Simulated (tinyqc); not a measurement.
Changing the doping gradient a: avalanche multiplication and breakdown of a junction from ionisation integrals. Computed by tinyqc, a small Python program. Command: `OMP_NUM_THREADS=1 python tinyqc.py 3014663 3014664 out.jsonl impact sweep`. One thread of a shared host (Intel(R) Xeon(R) Processor @ 2.30GHz), about 0.03 s of CPU time with the checks.

Ionisation coefficients follow the local field. Position x runs through the depletion layer from the p side (x = 0), where electrons enter, to the n side (x = w), where holes enter. The built-in voltage is neglected.

Inputs (values chosen for the exercise, modelled on diamond):
```
quantity                   value  unit
electron prefactor a_n  1.73e+08  1/cm
electron field b_n      7.47e+07  V/cm
hole prefactor a_p      4.97e+06  1/cm
hole field b_p          1.39e+07  V/cm
exponent c                     1     -
permittivity eps             5.7     -
```

Junction: linearly graded.

Constants: e = 1.602176634e-19 C; eps_0 = 8.8541878128e-12 F/m.

Method:
- alpha_n = a_n exp(-(b_n/F)^c), alpha_p = a_p exp(-(b_p/F)^c).
- Field F = F_m [1 - (2x/w - 1)^2], w = sqrt(8 eps eps_0 F_m/(e a)), V = (2/3) F_m w.
- With Phi(x) = int_0^x (alpha_n - alpha_p) dx': 1 - 1/M_n = I_n = int_0^w alpha_n exp(-Phi) dx and M_p = M_n exp(-Phi(w)); trapezoid rule on 401 even points; breakdown at I_n = 1.
- Solve I_n(F_m) = 1.

One run for each value:
```
doping gradient a (1/cm^4)  breakdown voltage (V)  critical field F_m (MV/cm)  width at breakdown (micrometre)
1.10e+20                                     1789                       3.155                            8.502
3.50e+20                                     1151                       3.460                            4.991
1.10e+21                                      751                       3.811                            2.955
3.50e+21                                      492                       4.227                            1.745
1.10e+22                                      326                       4.711                            1.039
1.10e+23                                      147                       5.965                            0.370
3.50e+23                                      100                       6.775                            0.221
1.10e+24                                       69                       7.724                            0.133
```

Give the missing row, doping gradient a (1/cm^4) = 3.50e+22.

Computed row:
```
doping gradient a (1/cm^4)  breakdown voltage (V)  critical field F_m (MV/cm)  width at breakdown (micrometre)
3.50e+22                                      218                       5.289                            0.617
```

Interpolating between the two neighbouring rows (the first column on a logarithmic scale, the others too where they are positive) misses most in breakdown voltage (V), by 0.45 %. Over the rows, breakdown voltage (V) falls from 1790 to 68.5 (exponent d ln y / d ln x -0.38 between the first rows and -0.33 between the last); critical field F_m (MV/cm) rises from 3.16 to 7.72 (exponent d ln y / d ln x 0.080 between the first rows and 0.11 between the last); width at breakdown (micrometre) falls from 8.50 to 0.133 (exponent d ln y / d ln x about -0.45 throughout). At the low end the exponent of breakdown voltage is -0.38, close to -0.40: the a^(-2/5) rule of graded junctions.

Caution (rows 3.50e23, 1.10e24): in a layer this thin the dead space before a carrier can ionise, and tunnelling, make the local model unreliable.
